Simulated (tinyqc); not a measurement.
Worked calculation: empirical pseudopotential in a few plane waves. One step of it, computed by the program tinyqc.

Problem. Bloch Hamiltonian at G. Basis: the 15 shortest G (labels in 2 pi/a), the same at every k. H(G,G') = c |k + G|^2 delta + VS(|G-G'|^2) cos((G-G').tau) + i VA sin((G-G').tau), tau = a/8 (1,1,1); 1 Ry = 13.605693 eV.

Parameters chosen for this model: fcc lattice, atoms at +/- a/8 (1,1,1); form factors in rydberg at |G|^2 in units of (2 pi/a)^2:
```
parameter                 value      unit
a                      5.470000  angstrom
VS(3)                 -0.257000        Ry
VS(8)                  0.013000        Ry
VS(11)                 0.046000        Ry
VA(3)                         0        Ry
VA(4)                         0        Ry
VA(11)                        0        Ry
hbar^2/2m (2 pi/a)^2   5.026990        eV
```

k point G (2 pi / a): 0  0  0

Give: H(k) at G.

Solution.

H(k) at G (eV), lower triangle:
```
         +0+0+0   -1-1-1   -1-1+1   -1+1-1   -1+1+1   +1-1-1   +1-1+1   +1+1-1
+0+0+0   0.0000
-1-1-1   2.4725  15.0810
-1-1+1  -2.4725   0.0000  15.0810
-1+1-1  -2.4725   0.0000   0.1769  15.0810
-1+1+1  -2.4725  -0.1769   0.0000   0.0000  15.0810
+1-1-1  -2.4725   0.0000   0.1769   0.1769   0.0000  15.0810
+1-1+1  -2.4725  -0.1769   0.0000   0.0000   0.1769   0.0000  15.0810
+1+1-1  -2.4725  -0.1769   0.0000   0.0000   0.1769   0.0000   0.1769  15.0810
+1+1+1   2.4725   0.0000  -0.1769  -0.1769   0.0000  -0.1769   0.0000   0.0000
-2+0+0   0.0000  -2.4725  -2.4725  -2.4725   2.4725   0.4426  -0.4426  -0.4426
+0-2+0   0.0000  -2.4725  -2.4725   0.4426  -0.4426  -2.4725   2.4725  -0.4426
+0+0-2   0.0000  -2.4725   0.4426  -2.4725  -0.4426  -2.4725  -0.4426   2.4725
+0+0+2   0.0000  -0.4426   2.4725  -0.4426  -2.4725  -0.4426  -2.4725   0.4426
+0+2+0   0.0000  -0.4426  -0.4426   2.4725  -2.4725  -0.4426   0.4426  -2.4725
+2+0+0   0.0000  -0.4426  -0.4426  -0.4426   0.4426   2.4725  -2.4725  -2.4725

         +1+1+1   -2+0+0   +0-2+0   +0+0-2   +0+0+2   +0+2+0   +2+0+0
+1+1+1  15.0810
-2+0+0  -0.4426  20.1080
+0-2+0  -0.4426   0.1769  20.1080
+0+0-2  -0.4426   0.1769   0.1769  20.1080
+0+0+2  -2.4725  -0.1769  -0.1769   0.0000  20.1080
+0+2+0  -2.4725  -0.1769   0.0000  -0.1769   0.1769  20.1080
+2+0+0  -2.4725   0.0000  -0.1769  -0.1769   0.1769   0.1769  20.1080
```
